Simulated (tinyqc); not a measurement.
Along the channel and with depth: stress in a transistor channel from embedded alloy regions, liners and fins, by half-space elasticity. Computed by tinyqc, a small Python program. Command: `OMP_NUM_THREADS=1 python tinyqc.py 3016070 3016071 out.jsonl stressor walk`. One thread of a shared host (Intel(R) Xeon(R) Processor @ 2.30GHz), about 0.01 s of CPU time with the checks.

Plane strain in an isotropic half-space, the same constants everywhere; x along the channel from its centre, y downwards from the free surface; stress is positive in tension.

Inputs (values chosen for the exercise, modelled on silicon): alloy fraction x = 0.2; lattice change per unit x, beta = 0.0412; Young's modulus E = 168 GPa; Poisson ratio nu = 0.2; channel length L = 96 nm; length of each stressor S = 105 nm; recess depth d = 70 nm; depth of the field point y = 5.6 nm.

Stressor: Si(1-x)Ge(x) source and drain.

Method. Misfit e = beta x. A fully constrained inclusion holds the stress -p with p = E e/(1 - 2 nu); a blanket film would hold -E e/(1 - nu) in the plane. A line element dA of misfit at (a, c) in the half-space gives, with C = E e/(2 pi (1 - nu)), X = x - a, r1^2 = X^2 + (y - c)^2, r2^2 = X^2 + Y^2, Y = y + c: s_xx = -C dA {[X^2 - (y - c)^2]/r1^4 + 3 [X^2 - Y^2]/r2^4 + 4 y Y (Y^2 - 3 X^2)/r2^6}, s_yy = C dA {[X^2 - (y - c)^2]/r1^4 - [X^2 - Y^2]/r2^4 + 4 y Y (Y^2 - 3 X^2)/r2^6}. These are integrated over two rectangles, L/2 < |a| < L/2 + S, 0 < c < d (closed form in a, 200 Gauss-Legendre points in c).

misfit e = 0.00824

Stress (MPa):
```
2x/L  s_xx at y  s_yy at y  s_xx at d/2  s_xx at 1.5 d
0.0     -1025.8     -2.241      -352.65         135.37
0.2     -1024.8     -1.812      -352.85         137.89
0.4     -1015.8     -0.052      -358.26         146.33
0.6      -973.5      6.266      -383.56         162.89
0.8      -809.4     50.092      -447.63         189.13
```

Near the surface s_xx changes by -21 % from the centre to 2x/L = 0.8. At the centre, s_xx at half the recess depth is 0.34 of its value at y, and below the recess -0.13. An element acts with the sign of X^2 - (y - c)^2, so its direct term reverses where the offset in depth exceeds the lateral distance, and the image terms that amplify the stress near the surface fade with depth.
